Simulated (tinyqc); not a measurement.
## Delay unit and parasitic delay from two ring oscillators

Problem. A ring of 51 inverters oscillates at 1/(2 x 51 d), with stage delay d = tau (h + p) for fan-out h. Find tau, p and the delay at fan-out 4.

frequencies of 51-stage ring oscillators with fan-out 1 and 6 (GHz): 1.1687475  0.40784418

Solution. d is a straight line in h with slope tau and intercept tau p.

tau = 3.130 ps
p = 1.680
delay at fan-out 4 = 17.78 ps

Numbers from tinyqc (`OMP_NUM_THREADS=1 python tinyqc.py 2082119 2082120 out.jsonl`; about 0.01 s on one thread of a shared Intel Xeon 2.30GHz).
